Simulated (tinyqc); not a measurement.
From wire to sheet: nanosheet or nanowire with hard walls, valleys of the Si type.

Six ellipsoidal valleys along the cube axes: inverse mass tensor w = 1/mt + (1/ml - 1/mt) a a^T with a the unit axis. Device axes: x along the channel, z = [001], y = z x x.

Hard walls around a W x H rectangle. The block w_c of w in (y, z) confines; the transport mass follows from 1/m_x = w_xx - w_xc w_c^-1 w_cx. The cross-section problem c (w_yy ky^2 + 2 w_yz ky kz + w_zz kz^2), c = hbar^2/2m0, is solved in products sin(n pi y/W) sin(l pi z/H), n, l = 1 to 12; if w_yz = 0 the levels are c pi^2 (w_yy n^2/W^2 + w_zz l^2/H^2). The w_yz term couples (n, l) to (n', l') by -2 c w_yz D_nn'(W) D_ll'(H) with D_nm(L) = 4 n m/(L (n^2 - m^2)) for n + m odd and 0 otherwise.

Without degeneracy the line density is N1 exp((EF - Ec)/kB T) with N1 = sum 2 g sqrt(m_x kB T/(4 pi c)) exp(-E/kB T), here over n, l up to 80 where w_yz = 0 and over all levels of a 12 x 12 sine basis otherwise; the classical value is W H Nc with Nc = 2 g_all (m_dos kB T/(4 pi c))^(3/2), m_dos = (ml mt^2)^(1/3); dVt = kB T ln(W H Nc/N1).

Constants: hbar^2/2m0 = 3.80998211 eV angstrom^2; kB = 8.617333262e-05 eV/K.

Inputs chosen for the exercise (near those of Si; the results hold for these values, not for the real material): ml = 0.933 m0 (longitudinal mass); mt = 0.193 m0 (transverse mass); T = 77 K (temperature); g_all = 6 (number of valleys); channel = 100 (transport direction x on a (001) wafer); H = 60 angstrom (height, along z = [001]); Ws = (25, 35, 50, 75, 110, 170, 260) angstrom (widths).

Valleys:

| group | valleys g | w_yy | w_zz | \|w_yz\| | m_x (m0) |
|---|---|---|---|---|---|
| A | 2 | 5.18135 | 1.07181 | 0.00000 | 0.19300 |
| B | 2 | 1.07181 | 5.18135 | 0.00000 | 0.19300 |
| C | 2 | 5.18135 | 5.18135 | 0.00000 | 0.93300 |

Lowest level of each group (groups ordered by w_zz, then w_yy) and dVt against the width.

Results:

| W (angstrom) | A1 (eV) | B1 (eV) | C1 (eV) | dVt (mV) |
|---|---|---|---|---|
| 25 | 0.3229 | 0.1186 | 0.3659 | 109.8 |
| 35 | 0.1702 | 0.0870 | 0.2132 | 80.4 |
| 50 | 0.0891 | 0.0702 | 0.1321 | 65.6 |
| 75 | 0.0458 | 0.0613 | 0.0888 | 43.6 |
| 110 | 0.0273 | 0.0575 | 0.0702 | 28.2 |
| 170 | 0.0179 | 0.0555 | 0.0609 | 21.4 |
| 260 | 0.0141 | 0.0547 | 0.0570 | 18.9 |

dVt falls from 110 to 19 mV. The lowest group changes from B to A between W = 50 and 75 angstrom (H = 60). At the widest W the lowest level is 0.0141 eV; the film limit c pi^2 w_zz/H^2 of that group is 0.0112 eV.

Program tinyqc; command `OMP_NUM_THREADS=1 python tinyqc.py 1251837 1251838 out.jsonl`; about 0.03 s on one thread of a shared Intel(R) Xeon(R) Processor @ 2.30GHz.
